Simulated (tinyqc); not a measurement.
Inside a calculation. Method: tight binding, dimerised chain. Computed by tinyqc, a small Python program that keeps every step. Settings: t1 = 0.99, t2 = 1.58, delta = 0, points = 8, cells = 4. Command: `OMP_NUM_THREADS=1 python tinyqc.py 31529 31530 out.jsonl` (the two numbers bound the seeds that draw the settings). One thread of a shared host (Intel(R) Xeon(R) Processor @ 2.60GHz), about 0.01 s of CPU time with the checks.

## Bloch Hamiltonian at k

Parameters chosen for this model:
```
parameter     value                      unit
t1         0.990000       eV, inside the cell
t2         1.580000         eV, between cells
delta             0  eV, +/- on the two sites
```

k point k (2 pi / a): 0.230000

H_AA = +delta, H_BB = -delta, H_AB = -t1 - t2 exp(-i k a).

H(k) at k (eV):
```
                     A                    B
A             0.000000  -1.188027+1.567541i
B  -1.188027-1.567541i             0.000000
```

## Levels at k

Diagonalise the Hermitian matrix.

eigenvalues (eV): -1.966874  1.966874

weights |c|^2 of the basis functions:
```
     band 1    band 2
A  0.500000  0.500000
B  0.500000  0.500000
```

## Bloch Hamiltonian at X

k point X (2 pi / a): 0.500000

As before.

H(k) at X (eV):
```
          A         B
A  0.000000  0.590000
B  0.590000  0.000000
```

## Levels at X

As before.

eigenvalues (eV): -0.590000  0.590000

weights |c|^2 of the basis functions:
```
     band 1    band 2
A  0.500000  0.500000
B  0.500000  0.500000
```

## Bands along a path

The same steps at evenly spaced points between the labelled ones.

Bands along the path (eV):
```
k            band 1    band 2
G         -2.570000  2.570000
G-X 0.20  -2.451006  2.451006
G-X 0.40  -2.107897  2.107897
G-X 0.60  -1.584226  1.584226
G-X 0.80  -0.972405  0.972405
X         -0.590000  0.590000
```

With 1 band(s) filled, the highest filled level on these points lies at X and the lowest empty one at X: a gap of 1.1800 eV, direct.

## Berry (Zak) phase of the lower band

On 8 points k_j = j/N: phase = -Im ln of the product of <u_j|u_(j+1)>, closed with u_N = u_0 (the cell-periodic part is taken without the site positions). Single arguments depend on the phases chosen for the u_j; only their sum modulo 2 pi does not.

Overlaps:
```
j  |<u_j|u_j+1>|  argument (rad)
0       0.970439        0.243753
1       0.965932        0.261777
2       0.943895        0.336563
3       0.746039        0.728703
4       0.746039        0.728703
5       0.943895        0.336563
6       0.965932        0.261777
7       0.970439        0.243753
```

phase / pi, folded into (-1, 1] = 1.000000

## Open chain of 4 cells

H of the open chain (eV), lower triangle:
```
           1          2          3          4          5          6          7         8
1   0.000000
2  -0.990000   0.000000
3   0.000000  -1.580000   0.000000
4   0.000000   0.000000  -0.990000   0.000000
5   0.000000   0.000000   0.000000  -1.580000   0.000000
6   0.000000   0.000000   0.000000   0.000000  -0.990000   0.000000
7   0.000000   0.000000   0.000000   0.000000   0.000000  -1.580000   0.000000
8   0.000000   0.000000   0.000000   0.000000   0.000000   0.000000  -0.990000  0.000000
```

The same hoppings without the wrap-around bond.

levels (eV): -2.415410  -1.970574  -1.291438  -0.156273  0.156273  1.291438  1.970574  2.415410

weights of the highest filled level on the sites: 0.329043  0.008199  0.122826  0.039932  0.039932  0.122826  0.008199  0.329043

The bulk gap runs from -0.5900 to 0.5900 eV; 2 level(s) of this chain lie inside it: end states, which need the weaker bond inside the cell and a chain longer than their decay length.
